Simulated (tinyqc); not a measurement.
Inside a calculation. Method: tight binding, dimerised chain. One step of it, computed by the program tinyqc.

Problem. Levels at X. Diagonalise the Hermitian matrix.

H(k) at X (eV):
```
           A          B
A   0.000000  -1.760000
B  -1.760000   0.000000
```

Give: eigenvalues; weights |c|^2 of the basis functions.

Solution.

eigenvalues (eV): -1.760  1.760

weights |c|^2 of the basis functions:
```
   band 1  band 2
A   0.500   0.500
B   0.500   0.500
```
